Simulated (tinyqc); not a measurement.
Width of the well: strained quantum well: band edges, subbands and transparency.

Growth on (001), barriers unstrained: tr(e) = e (2 - nu2), Z = b e (1 + nu2); Ec = Ev + Eg + ac tr(e), E_HH = Ev + av tr(e) + Z, E_LH = Ev + av tr(e) - Z (coupling to the split-off band left out).

Masses along z: me, 1/(g1 - 2 g2) for HH, 1/(g1 + 2 g2) for LH, likewise in the barrier; in the plane me, 1/(g1 + g2) for HH and 1/(g1 - g2) for LH (no mixing, which understates the hole masses away from k = 0). Level n solves k L + 2 atan[(k/m)/(kappa/mb)] = n pi, k = sqrt(m E/c), kappa = sqrt(mb (V - E)/c), c = hbar^2/2m0.

Transparency (Bernard-Duraffourg): Fc - Fv equals the lowest transition energy with n = p, n = sum m/(2 pi c) kB T ln(1 + exp((Fc - E)/kB T)) and p likewise over the listed subbands; c = hbar^2/2m0, 1/angstrom^2 = 1e16/cm^2.

Constants: hbar^2/2m0 = 3.80998211 eV angstrom^2; kB = 8.617333262e-05 eV/K; hc = 1239.841984 eV nm.

Parameters, chosen for this exercise (near those of a GaAsP/AlGaAs well; the results hold for these values, not for the real material): e = 0.0036 (strain in the plane); nu2 = 0.922 (2 C12/C11); Eg = 1.547 eV (unstrained gap of the well); Ev = -0.847 eV (its valence edge); ac = -7.27 eV; av = 1.21 eV (Ev moves by av tr(e)); b = -1.96 eV (shear potential); Egb = 1.923 eV (gap of the barrier); Evb = -1 eV (its valence edge); me = 0.0733 m0 (electron mass); g1 = 6.69 (gamma1); g2 = 1.9 (gamma2); meb = 0.1 m0; g1b = 5.7; g2b = 1.6; T = 300 K (temperature); Ls = (30, 40, 55, 70, 90, 120) angstrom (widths).

All levels anew.

Results:

| L (angstrom) | wavelength (nm) | top hole | hh1 - lh1 (meV) | n_tr (1e12/cm^2) | share in top | n_tr/L (1e18/cm^3) |
|---|---|---|---|---|---|---|
| 30 | 732 | hh1 | 19 | 0.921 | 0.51 | 3.07 |
| 40 | 751 | hh1 | 12 | 0.975 | 0.44 | 2.44 |
| 55 | 769 | hh1 | 2 | 1.068 | 0.36 | 1.94 |
| 70 | 783 | lh1 | -4 | 1.090 | 0.61 | 1.56 |
| 120 | 806 | lh1 | -16 | 1.215 | 0.57 | 1.01 |

Give the missing row, L (angstrom) = 90.

Computed row:
```
L (angstrom)  wavelength (nm)  top hole  hh1 - lh1 (meV)  n_tr (1e12/cm^2)  share in top  n_tr/L (1e18/cm^3)
90                        795       lh1              -11             1.114          0.61                1.24
```

The wavelength tunes by 73 nm. The sheet density at transparency changes from 0.92 to 1.22, the top hole subband holding 0.51 and 0.57 of the holes at the ends, while the volume density falls by a factor 3.0. Critical thickness and carrier escape are left out.

tinyqc: `OMP_NUM_THREADS=1 python tinyqc.py 1252049 1252050 out.jsonl`; about 0.01 s, one thread, shared Intel(R) Xeon(R) Processor @ 2.30GHz.
